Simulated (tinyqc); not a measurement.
Worked calculation: Keating valence-force model of a tetrahedral crystal. Computed by tinyqc, a small Python program that keeps every step. Command: `OMP_NUM_THREADS=1 python tinyqc.py 3031088 3031089 out.jsonl keating walk`. One thread of a shared host (Intel(R) Xeon(R) Processor @ 2.30GHz), about 0.03 s of CPU time with the checks. Intermediate numbers are printed to about 5 digits and carried at full precision; extremes and crossings named in words are read from the listed rows.

Atom A sits at 0 and atom B at a/4 (1,1,1) of an fcc lattice; the four bonds from A are t = a/4 (1,1,1), a/4 (1,-1,-1), a/4 (-1,1,-1), a/4 (-1,-1,1), of length d = sqrt(3) a/4. Energy: E = (3 alpha/(8 d^2)) sum over bonds (r.r - d^2)^2 + (3 beta/(8 d^2)) sum over pairs of bonds at one atom (r_i.r_j + d^2/3)^2, with beta_A for the six pairs at A and beta_B for the six at B. The cell holds two atoms, Omega = a^3/4. 1 N/m = 1 J/m^2. With constants fitted to the elastic moduli this model puts optical and zone-boundary frequencies of real crystals too high, by up to about 20 % in elemental crystals and up to about 50 % in compounds, and mostly by more for TA modes; in compounds the lattice part of the static dielectric constant then comes out too low.

Inputs (values chosen for the exercise, modelled on cubic gallium nitride):
```
quantity                value      unit
lattice constant a       4.52  angstrom
mass M_A                69.72         u
mass M_B               14.007         u
bond stretching alpha    78.4       N/m
bond bending beta_A        18       N/m
bond bending beta_B        18       N/m
Born charge Z*            2.7         e
eps_inf                  5.26         -
mesh divisions n            6         -
temperature T             150         K
```

Structure: zinc blende.

wave vector q (2 pi/a): 0.83  0.46  0.23

Constants: 1 eV/angstrom^2 = 16.02176634 J/m^2; nu for 1 eV/(angstrom^2 u) = 15.6333042 THz; 1 THz = 33.35640952 1/cm; e^2/(4 pi eps_0) = 14.39964548 eV angstrom; u = 1.6605390666e-27 kg; h x 1 THz = 4.135667696 meV; k_B = 8.617333262e-05 eV/K.

## Dynamical matrix at q

With displacements u exp(i q.r), each bracket changes by g.u, where g = (g_A, g_B): bond t, g = (-2 t, 2 t exp(i q.t)); pair (i, j) at A, g = (-(t_i + t_j), t_i exp(i q.t_j) + t_j exp(i q.t_i)); pair at B, g = (-t_i exp(-i q.t_j) - t_j exp(-i q.t_i), t_i + t_j). Then D_mn = sum over the 4 bonds and 12 pairs of (4 k/a^2) conj(g_m) g_n / sqrt(M_m M_n), with k = alpha or beta converted to eV/angstrom^2. Only the short-range forces enter; the Coulomb field of the charges is left out.

D(q) (eV/(angstrom^2 u)), lower triangle (Hermitian):
```
                 A x              A y              A z             B x
A x           0.3750
A y   0.0081-0.0105i           0.3511
A z   0.0054-0.0258i   0.0106-0.0051i           0.3685
B x  -0.1426-0.1736i   0.2879+0.0338i   0.1234+0.0788i          1.8664
B y   0.2879+0.0338i  -0.1426-0.1736i   0.0298+0.3266i  0.0405+0.0523i
B z   0.1234+0.0788i   0.0298+0.3266i  -0.1426-0.1736i  0.0270+0.1282i

                B y     B z
B y          1.7478
B z  0.0526+0.0255i  1.8340
```

## Frequencies at q

Diagonalise the Hermitian matrix D. An eigenvalue lambda of D in eV/(angstrom^2 u) gives nu = 15.6333042 THz x sqrt(lambda). The weight on A is the sum of |e|^2 over the three components of atom A.

frequencies (THz): 6.141  7.524  9.289  20.667  21.628  22.881

weights on atom A: 0.89155  0.91781  0.99193  0.01508  0.11202  0.07161

The top mode has 7 % of its weight on A, the heavier atom.

## Elastic constants and internal strain

beta = (beta_A + beta_B)/2; C11 = (alpha + 3 beta)/a, C12 = (alpha - beta)/a, C44 = 4 alpha beta/(a (alpha + beta)); with the two sublattices clamped C44(0) = (alpha + beta)/a; internal-strain parameter zeta = (alpha - beta)/(alpha + beta); B = (C11 + 2 C12)/3.

C11 = 292.92 GPa

C12 = 133.63 GPa

C44 = 129.55 GPa

clamped C44(0) = 213.27 GPa

internal-strain parameter zeta = 0.62656

bulk modulus B = 186.73 GPa

Letting the sublattices shift lowers C44 by 39 %, which is zeta^2. A shear is shared between bond lengths and angles. The model fixes 2 C44 (C11 + C12)/((C11 - C12)(C11 + 3 C12)) = 1.000 whatever alpha and beta are.

## Optical mode at the zone centre

beta = (beta_A + beta_B)/2; mu = M_A M_B/(M_A + M_B); lambda = 4 (alpha + beta)/mu with the springs in eV/angstrom^2; nu = 15.6333042 THz x sqrt(lambda).

reduced mass mu = 11.664 u

nu_TO at G = 22.457 THz

the same as a wavenumber = 749.07 1/cm

## LO-TO splitting

The long-range field adds 4 pi Z*^2 (e^2/(4 pi eps_0))/(eps_inf Omega mu) to lambda for the longitudinal mode at q -> 0; lambda = (nu/15.6333042 THz)^2; eps_0 = eps_inf (nu_LO/nu_TO)^2 (Lyddane-Sachs-Teller; here eps_0 is the static dielectric constant).

nu_LO at G = 27.054 THz

static dielectric constant = 7.6341

The splitting is 20.5 % of nu_TO, and the lattice adds 2.37 to the dielectric constant.

## Frequencies at the zone boundary

The formulas are those given above.

Frequencies (THz) at points given in 2 pi/a:
```
point                nu 1    nu 2    nu 3    nu 4    nu 5    nu 6
X (1, 0, 0)        6.8605  6.8605  10.006  21.383  21.383  22.324
L (0.5, 0.5, 0.5)  5.0028  5.0028   9.732  21.892  21.892  21.914
W (1, 0.5, 0)      7.2889  7.8317   9.185  20.492  21.418  23.013
K (0.75, 0.75, 0)  6.4014  8.0340   9.381  20.624  21.525  22.866
```

At X the two longitudinal modes are split (10.01 and 22.32 THz) because each moves one sublattice alone.

## Lowest frequency at X

Take the lowest frequency at X = (1, 0, 0) 2 pi/a, the transverse acoustic (TA) mode.

TA frequency at X = 6.8605 THz

## Transverse acoustic branch against its sound line

The sound line is nu = v q/(2 pi) with v = sqrt(C44/rho), rho = (M_A + M_B)/Omega; the clamped line uses C44(0).

Frequencies (THz) along G-X; columns: (1) q (2 pi/a); (2) lowest branch; (3) sound line, relaxed C44; (4) sound line, clamped C44(0); (5) third-lowest frequency; (6) highest frequency:
```
(1)      (2)     (3)     (4)     (5)     (6)
0.05  0.5127   0.513   0.658   0.771  22.456
0.15  1.5285   1.539   1.975   2.295  22.454
0.30  2.9924   3.078   3.950   4.474  22.443
0.45  4.3234   4.618   5.925   6.423  22.422
0.60  5.4476   6.157   7.900   8.036  22.391
0.75  6.2866   7.696   9.874   9.214  22.356
0.90  6.7665   9.235  11.849   9.877  22.329
1.00  6.8605  10.261  13.166  10.006  22.324
```

At small q the branch follows the relaxed line (0.999 of it, against 0.779 of the clamped one): in a long shear wave the sublattices shift against each other. At X it reaches 67 % of the relaxed line. Real tetrahedral semiconductors have flatter TA branches than a Keating model fitted to their elastic constants, which needs longer-ranged terms to mend.

## Thermal sums on a mesh

Mesh: q = sum_i (m_i + 1/2)/n b_i, m_i = 0..n-1, with b = [[-1, 1, 1], [1, -1, 1], [1, 1, -1]] in 2 pi/a; sums over the six modes are averaged over the n^3 points and halved, per atom. With x = h nu/(k_B T) and n = 1/(exp(x) - 1) for each mode: F = k_B T [x/2 + ln(1 - exp(-x))], U = k_B T x (n + 1/2), S/k_B = x n - ln(1 - exp(-x)), C/k_B = x^2 n (n + 1). The acoustic share counts the three lowest modes at each q; zero-point energy = sum h nu/2.

free energy F = 85.614 meV/atom

entropy S = 0.70328 k_B/atom

heat capacity C = 1.0971 k_B/atom

acoustic share of C = 0.93818

zero-point energy = 88.703 meV/atom

C is 37 % of the classical value; the optical modes are still largely frozen out.

Checks made by the program: slopes of the acoustic branches along [110] against C11, C12 and the relaxed C44 (relative difference 1e-06); zone-centre optical mode against D(q = 0) (relative difference below 1e-10); longitudinal modes at X against the diagonal of D (relative difference below 1e-10).
